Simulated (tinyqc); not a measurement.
# Small-signal admittance of a forward-biased p+-n diode: admittance against frequency

Holes injected into a neutral base of width wb with an ohmic contact at its end; low injection, p0 far above the equilibrium density. A small voltage v exp(i w t), w = 2 pi f, modulates the edge density by p0 v/Vt, and the small-signal density obeys Dp d2p/dx2 = (1/tau + i w) p.

L = sqrt(Dp tau); direct current J = (q Dp p0/L) coth(wb/L); k = sqrt(1 + i w tau)/L; diffusion admittance Y = (q Dp p0/Vt) k coth(k wb) = G + i w C_diff; junction capacitance C_j = sqrt(q eps0 eps_r Nd/(2 Vr)) in the depletion approximation, with the remaining barrier Vr = Vt ln(Na/p0), a rough value under forward bias; base-width modulation is left out. Measured admittance 1/[Rs + 1/(Y + i w C_j)].

Inputs (values chosen for the exercise); permittivity close to that of germanium: temperature T = 350 K; relative permittivity eps_r = 16; donor density of the base Nd = 1.6e17 cm^-3; hole diffusion coefficient Dp = 46 cm^2/s; hole lifetime tau = 7e-9 s; width of the neutral base wb = 0.57 um; excess hole density at the junction edge p0 = 2.4e13 cm^-3; acceptor density of the p+ side Na = 1e19 cm^-3; series resistance Rs = 0.00034 ohm cm^2.

Constants: q = 1.602176634e-19 C, kB = 1.380649e-23 J/K, Vt = kB T/q, eps0 = 8.8541878128e-14 F/cm where lengths are in cm. Results are converted to the units shown.

The same in every row: C_j (uF/cm^2) = 0.2157.

Admittance against frequency:

| f (Hz) | w tau | G (S/cm^2) | C_diff (uF/cm^2) | measured G (S/cm^2) | measured C (uF/cm^2) | phase of the measured Y (degrees) |
|---|---|---|---|---|---|---|
| 2e7 | 0.8796 | 103.2 | 0.002419 | 99.96 | 0.2036 | 14.35 |
| 6e7 | 2.639 | 103.2 | 0.002419 | 101.8 | 0.2034 | 36.99 |
| 3e8 | 13.19 | 103.3 | 0.002419 | 150.7 | 0.1999 | 68.21 |
| 1e9 | 43.98 | 103.7 | 0.002416 | 578.7 | 0.1692 | 61.44 |
| 5e9 | 219.9 | 114.0 | 0.002347 | 2471 | 0.03353 | 23.08 |
| 2e10 | 879.6 | 208.2 | 0.001743 | 2905 | 0.002486 | 6.138 |
| 8e10 | 3519 | 433.6 | 8.618e-4 | 2939 | 1.579e-4 | 1.548 |
| 3e11 | 1.319e4 | 839.5 | 4.453e-4 | 2941 | 1.126e-5 | 0.4136 |
| 1e12 | 4.398e4 | 1533 | 2.439e-4 | 2941 | 1.015e-6 | 0.1242 |

What does the table show?

G starts at J/Vt = 103 S/cm^2 and C_diff at (J tau/(2 Vt))(1 - 2 x/sinh 2x) = 0.00242 uF/cm^2, x = wb/L = 0.100. Between the last two rows G goes as f^(0.50) and C_diff as f^(-0.50); the limits are 1/2 and -1/2, reached when the signal penetrates only sqrt(Dp/w). The measured C is 6.7 % below C_diff + C_j in the first row and 100 % below it in the last, the difference being due to Rs.

tinyqc, about 0.01 s, one thread, Intel Xeon 2.30GHz (shared host): `OMP_NUM_THREADS=1 python tinyqc.py 2890118 2890119 out.jsonl`
